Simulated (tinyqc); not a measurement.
Off-state leakage of single and stacked transistors: leakage components against the supply voltage.

n-channel devices of unit width. Subthreshold current I(Vg, Vs, Vd) = I0 (T/300 K)^0.5 exp[(Vg - Vs - VT(T) - gb (Vs - Vb) + dd (Vd - Vs))/(nf Vt)] (1 - exp(-(Vd - Vs)/Vt)), VT(T) = VT - cT (T - 300 K). Gate-edge tunnelling Ig (Vd/1 V) exp(ag (Vd - 1 V)), for a gate at 0 V, and band-to-band leakage Ab u exp(-Bb/u), u = Vd - Vb + 1 V, flow at a drain held at V; both are taken as independent of T. In a stack of off transistors (all gates at 0 V) the same subthreshold current passes through each.

One transistor with Vg = Vs = 0, Vd = V; stack factor I(one)/I(two in series).

Values chosen for this exercise; values of the order met in bulk silicon logic transistors:

| symbol | value | unit | meaning |
|---|---|---|---|
| T | 330 | K | temperature |
| VT | 0.27 | V | threshold at 300 K, zero drain and body bias |
| cT | 0.6 | mV/K | fall of the threshold with temperature |
| I0 | 0.83 | uA/um | current at threshold at 300 K |
| nf | 1.3 |  | slope factor |
| dd | 0.16 |  | drain-induced lowering per volt |
| gb | 0.15 |  | rise of the threshold per volt of source-body bias |
| Ig | 6e-5 | uA/um | gate-edge tunnelling current at 1 V |
| ag | 4.5 | 1/V | exponential slope of the gate current |
| Ab | 80 | uA/(um V) | prefactor of band-to-band leakage at the drain |
| Bb | 27 | V | its exponential voltage |
| Vb | -0.3 | V | body voltage |

Constants: q = 1.602176634e-19 C, kB = 1.380649e-23 J/K, Vt = kB T/q. Results are converted to the units shown.

Result of one run:
```
subthreshold (nA/um)  gate edge (nA/um)  band-to-band (nA/um)  total (nA/um)  stack factor  largest part
5.8404                         0.010888               0.21935         6.0707        15.791  subthreshold
```

Which supply voltage V gave this result: 0.6, 0.7, 0.9, 1.1 or 1.4 V?

V = 0.7 V.

The whole series:
```
V (V)  subthreshold (nA/um)  gate edge (nA/um)  band-to-band (nA/um)  total (nA/um)  stack factor  largest part
0.5                  2.4576          0.0031620              0.044050         2.5048        7.7910  subthreshold
0.6                  3.7886          0.0059508               0.10240         3.8970        11.029  subthreshold
0.7                  5.8404           0.010888               0.21935         6.0707        15.791  subthreshold
0.8                  9.0034           0.019515               0.43805         9.4610        22.795  subthreshold
0.9                  13.879           0.034432               0.82326         14.737        33.094  subthreshold
1                    21.396           0.060000                1.4675         22.924        48.240  subthreshold
1.1                  32.984            0.10351                2.4974         35.585        70.513  subthreshold
1.2                  50.847            0.17709                4.0799         55.104        103.27  subthreshold
1.3                  78.384            0.30088                6.4281         85.113        151.44  subthreshold
1.4                  120.83            0.50817                9.8064         131.15        222.27  subthreshold
```

As V goes from 0.5 to 1.4, the total leakage rises from 2.50 to 131 nA/um. The subthreshold part leads at V = 0.5 and in all other rows. The reduction by a stack of two rises from 7.79 to 222, for the subthreshold part alone. For V = 1.2, 1.3, 1.4 the gate is within about 3 nf Vt of threshold, where the exponential law overstates the current.

tinyqc, about 0.03 s, one thread, Intel Xeon 2.30GHz (shared host): `OMP_NUM_THREADS=1 python tinyqc.py 2242097 2242098 out.jsonl`
